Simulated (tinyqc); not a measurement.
Finite-size error of a charged defect in a periodic cell: Madelung and Makov-Payne terms. From point-charge correction -q^2 E back to dielectric constant eps. Computed by tinyqc, a small Python program. Command: `OMP_NUM_THREADS=1 python tinyqc.py 3006087 3006088 out.jsonl imagecharge inv`. One thread of a shared host (Intel(R) Xeon(R) Processor @ 2.30GHz), about 0.1 s of CPU time with the checks.

L is the cube root of the cell volume. The defect charge is a Gaussian, rho(r) = q (2 pi sigma^2)^(-3/2) exp(-r^2/2 sigma^2), repeated periodically in a uniform neutralising background and screened by a continuum. The model cell energy is E(L) = E_0 + [periodic - isolated electrostatic energy].

Inputs (values chosen for the exercise, with screening close to that of GaN): charge q = 3 e; cell length L = 18.1 angstrom.

Supercell lattice: fcc. Screening: isotropic.

Constants: e^2/(4 pi eps_0) = 14.39964548 eV angstrom.

Method. Cell vectors: (0,1,1), (1,0,1), (1,1,0), scaled to volume L^3. Ewald sum for a unit point charge: scale each Cartesian component of the cell by 1/sqrt(eps_i), giving R', G' and V'; E = [ (1/2) sum erfc(eta R')/R' + (2 pi/V') sum exp(-G'^2/4 eta^2)/G'^2 - eta/sqrt(pi) - pi/(2 V' eta^2) ] e^2/(4 pi eps_0) / sqrt(eps_x eps_y eps_z), over n_i = -6..6, omitting n = (0,0,0), eta = 2/V'^(1/3). alpha = -2 E eps_g L/(e^2/(4 pi eps_0)), eps_g = (eps_x eps_y eps_z)^(1/3).

Task: A run gave the result below. Find the dielectric constant eps, known to lie between 6.8 and 13.

point-charge correction -q^2 E = 1.081037 eV

Result:

Each step takes the trial c = (a f_b - b f_a)/(f_b - f_a), f being the result less the target and a, b, c the logarithms of the listed values; c replaces end b, the old b replaces a if the sign of f changed, and otherwise f_a is halved.

Scan of the range:

| dielectric constant eps | point-charge correction -q^2 E (eV) |
|---|---|
| 6.80 | 1.52061 |
| 7.58 | 1.36413 |
| 8.44 | 1.22513 |
| 9.40 | 1.10001 |
| 10.50 | 0.98477 |
| 11.70 | 0.88377 |
| 13.00 | 0.79539 |

False position (Illinois rule, in the logarithm of the input) inside the bracket:

| step | end a | end b | trial | point-charge correction -q^2 E (eV) |
|---|---|---|---|---|
| 1 | 9.40000 | 10.5000 | 9.57286 | 1.08015 |
| 2 | 9.40000 | 9.5729 | 9.55794 | 1.08183 |
| 3 | 9.57286 | 9.5579 | 9.56500 | 1.08104 |
| 4 | 9.55794 | 9.5650 | 9.56500 | 1.08104 |

Point-charge correction -q^2 E falls at every point of a 13-point scan of the range (every second point is shown), so one value fits; it is bracketed by 9.40 and 10.5. The scan shows a pure power law with exponent -1.0000, so scaling from any one row also gives the answer directly. Answer: dielectric constant eps = 9.565.
